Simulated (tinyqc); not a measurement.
From results back to parameters: band-to-band tunnelling across a p-n junction in a two-band chain. Three cases, with inputs chosen for the exercise.

Problem. In a uniform field T = exp(-B/F), B = (pi/4) sqrt(m/c) Eg^(3/2), c = hbar^2/2m0, 1 V/angstrom = 100 MV/cm. m is the band-edge mass, the same for both bands (twice the reduced mass). The ratio below comes from a hidden m.

Constants: hbar^2/2m0 = 3.80998211 eV angstrom^2.

Case 1.

Values chosen (out of a larger set: gap and mass near those of InSb; not measured data): Eg = 0.175 eV (gap); F1 = 1.08 MV/cm (first field); F2 = 2.6 MV/cm (second field).

ln(T2/T1) = 0.188667

Case 2.

Values chosen (out of a larger set: gap and mass near those of InGaAs; not measured data): Eg = 0.716 eV (gap); F1 = 1.18 MV/cm (first field); F2 = 2.13 MV/cm (second field).

ln(T2/T1) = 1.886110

Case 3.

Values chosen (out of a larger set: gap and mass near those of Ge (direct gap); not measured data): Eg = 0.803 eV (gap); F1 = 1.36 MV/cm (first field); F2 = 2.16 MV/cm (second field).

ln(T2/T1) = 1.604350

Find: B; m.

Solution. B is the logarithm over 1/F1 - 1/F2, and m = c (4B/pi)^2/Eg^3 with B in V/angstrom.

Case 1.

B = 0.349 MV/cm
m = 0.0140 m0

Case 2.

B = 4.990 MV/cm
m = 0.0419 m0

Case 3.

B = 5.891 MV/cm
m = 0.0414 m0

Computed by tinyqc, one run a case: `OMP_NUM_THREADS=1 python tinyqc.py N N+1 out.jsonl` with N = 1481533, 1481625, 1481710; one thread of a shared Intel(R) Xeon(R) Processor @ 2.30GHz, about 0.01 s a run at most.
